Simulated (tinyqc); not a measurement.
Worked calculation: heterojunction of two tight-binding chains. Values are carried at full precision from step to step, so a last printed digit may differ when a step is redone from the rounded ones.

Left chain: hopping -t1, sites at 2 t1 (band bottom 0). Right chain: hopping -t2, sites at dE + 2 t2 (bottom dE). t = c/(m a^2), c = hbar^2/2m0. The bond across the interface is -tc with tc = f sqrt(t1 t2), and the last left site has the extra energy U. In a chain E = bottom + 2t (1 - cos(ka)); the surface Green function of a half chain is g = -exp(ika)/t, with Im k > 0 where cos(ka) > 1.

Constants: hbar^2/2m0 = 3.80998211 eV angstrom^2.

Parameters, chosen for this exercise (masses and offset of the size met at Si / SiGe; not measured data): a = 5.65 angstrom (site spacing); m1 = 0.197 m0 (mass on the left); m2 = 0.207 m0 (mass on the right); f = 1 (factor on the interface hopping); dE = 0.14 eV (band offset); E = 0.44 eV (electron energy); U = 0.52 eV (extra energy on the last left site).

## Hoppings

Form t1, t2 and tc.

t1 = 0.60584 eV
t2 = 0.57657 eV
tc = 0.59103 eV

## Wave numbers and velocities

The left chain has hopping t1 and band bottom 0, the right one t2 and dE. cos(ka) = 1 - (E - bottom)/(2t); dE/dk = 2 t a sin(ka).

ka (rad): left 0.880366, right 0.737959

dE/dk (eV angstrom): left 5.2781, right 4.3834

## Self-energies on the last left site

Hoppings t1 (left), t2 (right), tc (interface); g is the surface Green function of a half chain. The rest of the left chain gives S1 = t1^2 g1 = -t1 exp(i k1 a); the right chain gives S2 = tc^2 g2 = -(tc^2/t2) exp(i k2 a).

S1 = -0.38584-0.46709i eV
S2 = -0.44823-0.40760i eV

## Transmission

The last site of the left chain has energy 2 t1 + U, and S1, S2 are the self-energies of the two half chains on it. G = 1/(E - 2 t1 - U - S1 - S2); T = 4 Im(S1) Im(S2) |G|^2.

G = -0.4696-0.8976i 1/eV
T = 0.7815

A fraction 0.2185 is reflected although the electron lies above the step.

## Checks

- T from the Green function against 1 - |r|^2 from matching plane waves: both 0.781475.

Program tinyqc; command `OMP_NUM_THREADS=1 python tinyqc.py 1450372 1450373 out.jsonl`; about 0.01 s on one thread of a shared Intel(R) Xeon(R) Processor @ 2.30GHz.
